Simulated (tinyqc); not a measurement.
What moves the results: donor level screened by free carriers (Yukawa potential). A value that a table varies takes the place of the one given here.

Potential -(q/(eps r)) exp(-ks r), q = e^2/(4 pi eps0). In units Ry* = Ry m/eps^2 and a* = a0 eps/m the problem is [-Laplacian - 2 exp(-x r)/r] psi = E psi with x = ks a*.

Converged values use 18 functions exp(-z r), z = 1.55^i, i = -11 to 6: S = 2/A^3, H = z_i z_j S - 2/(A + x)^2, A = z_i + z_j.

Screening wave number: Debye ks^2 = 4 pi q n/(eps kB T); Thomas-Fermi ks^2 = 6 pi q n/(eps EF) with EF = c (3 pi^2 n/gv)^(2/3)/m, c = hbar^2/2m0; the two are joined by 1/ks^2 = sqrt(1/ks_D^4 + 1/ks_TF^4). 1e18/cm^3 = 1e-6/angstrom^3, q = e^2/(4 pi eps0).

Constants: e^2/(4 pi eps0) = 14.39964547 eV angstrom; kB = 8.617333262e-05 eV/K; hbar^2/2m0 = 3.80998211 eV angstrom^2; Ry = 13.60569312 eV; a0 (Bohr radius) = 0.5291772105 angstrom.

Values chosen for the exercise (near those of a donor in InP, with one mean mass; shifted at random, so the results belong to these values and not to a real crystal): xs = (0.06, 0.15, 0.27, 0.48, 0.77, 0.85, 1.01) (values of x); m = 0.082 m0 (mass); eps = 12.7 (dielectric constant); gv = 1 (valleys); T = 200 K (temperature); nl = (0.00048, 0.0016, 0.0048, 0.016, 0.048, 0.16, 0.48) x 1e18/cm^3 (densities); n = 0.016 x 1e18/cm^3 (free-carrier density).

## Towards the loss of the bound state

First order (-1 + 2x), one-parameter (minimum of z^2 - 8 z^3/(2z + x)^2) and converged 1s energies in Ry*, and the mean radius in a*; a dash marks an unbound result.

Results:
```
x     first order  trial function  converged   <r>
0.06      -0.8800         -0.8852    -0.8852  1.50
0.15      -0.7000         -0.7309    -0.7309  1.53
0.27      -0.4600         -0.5542    -0.5546  1.59
0.48      -0.0400         -0.3121    -0.3150  1.78
0.77            -         -0.0930    -0.1042  2.43
0.85            -         -0.0528    -0.0674  2.80
1.01            -               -    -0.0184  4.56
```

First order loses the state at x = 0.5, the trial function reaches zero energy at x = 1.00, and the exact limit is 1.19. The radius starts at 1.5 a*, grows slowly at first (1.59 at x = 0.27), then steadily, and swells towards the end (4.6 at 1.01), where a single exponential fails: the binding vanishes as the square of the distance from 1.19.

## Binding against carrier density

Ry* = 6.9171 meV
a* = 81.958 angstrom

x from the joined ks; converged 1s binding (dash: x above 1.17, at or past the limit 1.19 where the state unbinds).

Results:
```
n (1e18/cm^3)  EF/kB T  1/ks (angstrom)      x  binding (meV)  n^(1/3) a*
0.00048           0.02           1587.5  0.052           6.23       0.064
0.0016            0.04            869.6  0.094           5.70       0.096
0.0048            0.07            502.3  0.163           4.91       0.138
0.016             0.16            275.8  0.297           3.59       0.207
0.048             0.34            160.8  0.510           1.99       0.298
0.16              0.76             92.1  0.890           0.36       0.445
0.48              1.58             60.5  1.354              -       0.642
```

The binding falls from 6.2 to 0.4 meV (bare value 6.9); it passes half the bare value between 0.016 and 0.048 x 1e18/cm^3. The level is unbound, or bound by less than 0.001 Ry*, from 0.48 x 1e18/cm^3 on; as the density rises, it is lost by the time n^(1/3) a* reaches 0.64. x grows with exponent 0.50 in n at the start and 0.38 at the end (1/2 for Debye, 1/6 for Thomas-Fermi screening). The level survives to n^(1/3) a* = 0.44, past the 0.26 of the Mott rule, which corresponds to x = 1 for one valley with degenerate screening; here the level lasts until x = 1.19, the screening is at most the degenerate value, and overlap of donors is left out.

## What each parameter does

Ry* = Ry m/eps^2, a* = a0 eps/m, x = ks a* with the joined ks; converged binding. Each row changes one parameter from the base and keeps the others.

Results:
```
case                   1/ks (angstrom)      x  binding in Ry*  binding (meV)
base                             275.8  0.297           0.519           3.59
n = 0.024 x 1e18/cm^3            225.6  0.363           0.438           3.03
T = 260 K                        314.0  0.261           0.567           3.92
m = 0.092 m0                     275.6  0.265           0.561           4.36
eps = 11.7                       264.7  0.285           0.534           4.36
gv = 2                           275.3  0.298           0.518           3.58
```

The largest shifts from the base row, up to three for each result and ties (the steps differ in size, so this ranks the rows, not the parameters). 1/ks (angstrom): n -50.1, T +38.3, eps -11.1. x: n +0.066, T -0.036, m -0.032. binding in Ry*: n -0.081, T +0.048, m +0.042. binding (meV): m +0.77, eps +0.77, n -0.56.

tinyqc: `OMP_NUM_THREADS=1 python tinyqc.py 1251214 1251215 out.jsonl`; about 0.01 s, one thread, shared Intel(R) Xeon(R) Processor @ 2.30GHz.
